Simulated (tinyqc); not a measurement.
# Junction parameters from two forward currents

Problem. D(v) = J1 (exp(v/Vt) - 1) + J2 (exp(v/(2 Vt)) - 1). Find J1, J2 and the voltage 2 Vt ln(J2/J1) near which both parts are equal.

Inputs (values chosen for the exercise): temperature T = 398 K.

Constants: q = 1.602176634e-19 C, kB = 1.380649e-23 J/K, Vt = kB T/q. Results are converted to the units shown.

junction voltages (V): [0.28, 0.69]
currents (uA/um): [4.4996213e-6, 0.0038747165]

Answer. The current is linear in J1 and J2, so two points give two equations.

J1 = 3.800e-12 uA/um
J2 = 7.700e-8 uA/um
crossover = 0.6802 V

Computed by the program tinyqc: `OMP_NUM_THREADS=1 python tinyqc.py 2182093 2182094 out.jsonl`, one thread of a shared Intel Xeon 2.30GHz, about 0.2 s for the whole run.
